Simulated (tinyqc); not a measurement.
Tight binding, honeycomb lattice, step by step. One step of it, computed by the program tinyqc.

Problem. Bloch Hamiltonian at k. H_AB = -t1 (1 + exp(-i k.a1) + exp(-i k.a2)); H_AA = delta - 2 t2 sum cos(k.b + phi), H_BB = -delta - 2 t2 sum cos(k.b - phi), b = a1, a2 - a1, -a2.

Parameters chosen for this model:
```
parameter     value                        unit
t1         2.120000                 eV, nearest
t2         0.140000       eV, second neighbours
phi        1.570000  rad, phase of t2 (Haldane)
delta      1.270000          eV, +/- on A and B
```

k point k (fractions of the reciprocal vectors): 0.250000  -0.370000

Give: H(k) at k.

Solution.

H(k) at k (eV):
```
                 A                B
A           1.9461  -0.6688+0.5746i
B  -0.6688-0.5746i          -1.9455
```
